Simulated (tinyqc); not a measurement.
Partial widths from the peak.

Problem. A Breit-Wigner resonance has total width G = GL + GR and peak transmission Tp = 4 GL GR/G^2. GR is known to be the larger. Find GL, GR and the lifetime hbar/G.

Constants: q = 1.602176634e-19 C, hbar = 1.054571817e-34 J s. Results are converted to the units shown.

G = 3.2322185 meV
Tp = 0.96432431

Answer. GL and GR have the sum G and the product Tp G^2/4, so they are (G/2)(1 +/- sqrt(1 - Tp)).

GL = 1.31 meV
GR = 1.92 meV
lifetime = 204 fs

Program tinyqc, `OMP_NUM_THREADS=1 python tinyqc.py 2600114 2600115 out.jsonl`; Intel Xeon 2.30GHz, shared host, one thread, about 0.1 s.
